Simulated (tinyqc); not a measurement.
Inside a calculation. Model: three-phonon processes in a diatomic chain: dispersion, energy and momentum conservation, and decay channels of optical phonons. Computed by tinyqc, a small Python program that keeps every step. Command: `OMP_NUM_THREADS=1 python tinyqc.py 3121426 3121427 out.jsonl threeph walk`. One thread of a shared host (Intel(R) Xeon(R) Processor @ 2.30GHz), about 0.04 s of CPU time with the checks. Intermediate numbers are printed to about 7 digits and carried at full precision; extremes and crossings named in words are read from the listed rows.

Cell length a, two atoms, one spring constant. x = q a/pi runs from -1 to 1; A and O are the acoustic and optical branches. Matrix elements are not computed: only conservation laws and occupation factors are followed.

Inputs (values chosen for the exercise, for a model chain):
```
quantity,value,unit
light mass m,27,u
heavy mass M,93.4,u
spring constant k,12,eV/angstrom^2
temperature T,200,K
wave number of the decaying phonon q a/pi,0.9,-
```

Constants: nu for 1 eV/(angstrom^2 u) = 15.6333042 THz; h x 1 THz = 4.135667696 meV; k_B = 8.617333262e-05 eV/K.

## Band edges

omega^2 = k (1/m + 1/M) -/+ k sqrt((1/m + 1/M)^2 - 4 sin^2(pi x/2)/(m M)); nu = 15.6333042 THz x sqrt(omega^2) for eV/(angstrom^2 u). Acoustic top sqrt(2 k/M), optical bottom sqrt(2 k/m), optical top sqrt(2 k (1/m + 1/M)).

acoustic top = 7.924702 THz

optical bottom = 14.73922 THz

optical top = 16.73456 THz

optical top over twice the acoustic top = 1.055848

optical bottom over twice the acoustic top = 0.9299542

optical width over acoustic top = 0.2517874

The zone-centre optical phonon lies above twice the acoustic top (M/m > 3), so its decay into two acoustic phonons is forbidden.

## Dispersion

The formulas are those given above.

Branches:
```
x,nu_A (THz),nu_O (THz)
0.10,1.094223,16.69875
0.20,2.175335,16.59257
0.35,3.741663,16.31090
0.50,5.191618,15.90889
0.65,6.449483,15.44182
0.80,7.401473,15.00879
0.90,7.789004,14.81138
1.00,7.924702,14.73922
```

## All channels at the given wave number

Processes for O(x): decay O -> A + A and O -> O + A with x = x' + x'' (mod 2), and absorption O + A -> O with x + x' = x'' (mod 2). Roots of the energy mismatch in x' are bracketed on 4001 points from -1 to 1 and refined. A process is umklapp (U) if the sum of wave numbers leaves (-1, 1]. Weight = occupation factor/|d mismatch/dx'|, the factor being 1 + n' + n'' for decay and n' - n'' for absorption. Pairs that differ only by exchanging two acoustic products count once, and the trivial root x' = 0 is left out.

nu_O(x) = 14.81138 THz

Channels:
```
process,x',x'',nu' (THz),nu'' (THz),type,weight (1/THz)
none,-,-,-,-,-,-
```

No three-phonon channel is open for this phonon in the chain; four-phonon processes, or other branches in three dimensions, would set its lifetime.

## Phase space against the mass ratio

Total weight summed over channels and averaged over x = 0.05, 0.15, ..., 0.95, with m and k fixed; share of those x with an open channel.

Optical phonons:
```
M/m,"weight, A + A (1/THz)","weight, with O (1/THz)",share open
1.1,0.0946729,0,1.0
1.5,0.2188851,0,1.0
2.0,0.1307505,0,0.8
2.5,0.0757988,0,0.5
2.9,0.0587260,0,0.2
3.3,0.0000000,0,0.0
3.7,0.0000000,0,0.0
4.2,0.0000000,0,0.0
6.0,0.0000000,0,0.0
```

The A + A channel closes between M/m = 2.9 and 3.3 on this grid: energy conservation alone would allow it up to M/m = 4, where the optical bottom passes twice the acoustic top, but momentum must be conserved too. No channel with a second optical phonon opens at any ratio. A large gap that shuts such channels is one reason why crystals with very unequal masses can conduct heat well.

Checks made by the program: band edges against the dispersion (relative difference below 1e-10).
